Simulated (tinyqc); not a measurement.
Charge state against the Fermi level: deep level with several charge states.

Energies from Ev. The defect has charge states 0, -1, -2 with weights 1, gm exp((EF - E1)/kT), exp((2 EF - E1 - E2)/kT); the shares are the weights over their sum. Boltzmann carriers: n = Nc exp((EF - Eg)/kT), p = Nv exp(-EF/kT). Neutrality: p - n + Nd + Nt <q> = 0.

Constants: kB = 8.617333262e-05 eV/K.

Inputs chosen for the exercise (gap and densities of states near those of Si at this temperature; not measured data): E1 = 0.552 eV (level (0/-1) above Ev); E2 = 0.73 eV (level (-1/-2) above Ev); gm = 2 (degeneracy of the middle state, the others 1); T = 300 K.

Shares:

| EF (eV) | 0 | -1 | -2 | <q> |
|---|---|---|---|---|
| 0.068 | 1.000 | 0.000 | 0.000 | 0.000 |
| 0.158 | 1.000 | 0.000 | 0.000 | 0.000 |
| 0.248 | 1.000 | 0.000 | 0.000 | 0.000 |
| 0.338 | 0.999 | 0.001 | 0.000 | -0.001 |
| 0.429 | 0.983 | 0.017 | 0.000 | -0.017 |
| 0.519 | 0.642 | 0.358 | 0.000 | -0.358 |
| 0.609 | 0.052 | 0.944 | 0.004 | -0.952 |
| 0.699 | 0.001 | 0.868 | 0.131 | -1.129 |
| 0.790 | 0.000 | 0.164 | 0.836 | -1.836 |
| 0.880 | 0.000 | 0.006 | 0.994 | -1.994 |
| 0.970 | 0.000 | 0.000 | 1.000 | -2.000 |
| 1.060 | 0.000 | 0.000 | 1.000 | -2.000 |

Where the levels are several kT apart the middle state rules between about E1 - kT ln gm = 0.534 and E2 + kT ln gm = 0.748 eV; its largest share listed is 0.944. Each step spreads from 10 % to 90 % over 4.4 kT = 0.114 eV.

tinyqc: `OMP_NUM_THREADS=1 python tinyqc.py 1651066 1651067 out.jsonl`; about 0.01 s, one thread, shared Intel(R) Xeon(R) Processor @ 2.30GHz.
